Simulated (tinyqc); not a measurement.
Inside a calculation. Method: UHF in the 6-31g basis, for H2, spin multiplicity 1. One step of it, computed by the program tinyqc.

Task: Iteration 2: building the Fock matrix. J_ij = sum D_kl (ij|kl) with D = D(alpha) + D(beta), K_ij = sum D_kl (ik|jl) for each spin; F = H + J - K(s); E = tr D H + tr D J / 2 - 0.5 sum_s tr D(s) K(s) + E_nn.

D(alpha) after iteration 1:
```
           1H 1s      1H 2s      2H 1s      2H 2s
1H 1s   0.216865   0.305555   0.029587  -0.035363
1H 2s   0.305555   0.430515   0.041687  -0.049825
2H 1s   0.029587   0.041687   0.004037  -0.004825
2H 2s  -0.035363  -0.049825  -0.004825   0.005766
```

D(beta) after iteration 1:
```
           1H 1s      1H 2s      2H 1s      2H 2s
1H 1s   0.004037  -0.004825   0.029587   0.041687
1H 2s  -0.004825   0.005766  -0.035363  -0.049825
2H 1s   0.029587  -0.035363   0.216865   0.305555
2H 2s   0.041687  -0.049825   0.305555   0.430515
```

core Hamiltonian H = T + V (hartree):
```
           1H 1s      1H 2s      2H 1s      2H 2s
1H 1s  -0.702891  -0.774637  -0.297551  -0.469500
1H 2s  -0.774637  -0.812582  -0.469500  -0.633375
2H 1s  -0.297551  -0.469500  -0.702891  -0.774637
2H 2s  -0.469500  -0.633375  -0.774637  -0.812582
```

Two-electron integrals (ij|kl) in chemists' order, unique and non-zero (hartree):
```
(11|11) 1.076566   (21|11) 0.578470   (21|21) 0.329423   (22|11) 0.587396
(22|21) 0.361304   (22|22) 0.453150   (31|11) 0.113469   (31|21) 0.067339
(31|22) 0.078427   (31|31) 0.020941   (32|11) 0.175607   (32|21) 0.111176
(32|22) 0.146538   (32|31) 0.038644   (32|32) 0.086591   (33|11) 0.442896
(33|21) 0.287870   (33|22) 0.401359   (33|31) 0.113469   (33|32) 0.287234
(33|33) 1.076566   (41|11) 0.287234   (41|21) 0.165004   (41|22) 0.183492
(41|31) 0.038644   (41|32) 0.065829   (41|33) 0.175607   (41|41) 0.086591
(42|11) 0.350790   (42|21) 0.218638   (42|22) 0.282556   (42|31) 0.057872
(42|32) 0.118994   (42|33) 0.350790   (42|41) 0.118994   (42|42) 0.201016
(43|11) 0.287870   (43|21) 0.185829   (43|22) 0.257106   (43|31) 0.067339
(43|32) 0.165004   (43|33) 0.578470   (43|41) 0.111176   (43|42) 0.218638
(43|43) 0.329423   (44|11) 0.401359   (44|21) 0.257106   (44|22) 0.355323
(44|31) 0.078427   (44|32) 0.183492   (44|33) 0.587396   (44|41) 0.146538
(44|42) 0.282556   (44|43) 0.361304   (44|44) 0.453150
```

nuclear repulsion = 0.44543536 hartree

Give: Coulomb J; exchange K(alpha); exchange K(beta); F(alpha); F(beta); total energy of this density.

Result:

Coulomb J (hartree):
```
       1H 1s  1H 2s  2H 1s  2H 2s
1H 1s  1.237  0.739  0.191  0.395
1H 2s  0.739  0.900  0.395  0.634
2H 1s  0.191  0.395  1.237  0.739
2H 2s  0.395  0.634  0.739  0.900
```

exchange K(alpha) (hartree):
```
       1H 1s  1H 2s  2H 1s  2H 2s
1H 1s  0.705  0.538  0.150  0.298
1H 2s  0.538  0.463  0.138  0.263
2H 1s  0.150  0.138  0.076  0.099
2H 2s  0.298  0.263  0.099  0.165
```

exchange K(beta) (hartree):
```
       1H 1s  1H 2s  2H 1s  2H 2s
1H 1s  0.076  0.099  0.150  0.138
1H 2s  0.099  0.165  0.298  0.263
2H 1s  0.150  0.298  0.705  0.538
2H 2s  0.138  0.263  0.538  0.463
```

F(alpha) (hartree):
```
        1H 1s   1H 2s   2H 1s   2H 2s
1H 1s  -0.170  -0.574  -0.256  -0.372
1H 2s  -0.574  -0.375  -0.213  -0.262
2H 1s  -0.256  -0.213   0.459  -0.135
2H 2s  -0.372  -0.262  -0.135  -0.077
```

F(beta) (hartree):
```
        1H 1s   1H 2s   2H 1s   2H 2s
1H 1s   0.459  -0.135  -0.256  -0.213
1H 2s  -0.135  -0.077  -0.372  -0.262
2H 1s  -0.256  -0.372  -0.170  -0.574
2H 2s  -0.213  -0.262  -0.574  -0.375
```

total energy of this density = -1.01752 hartree
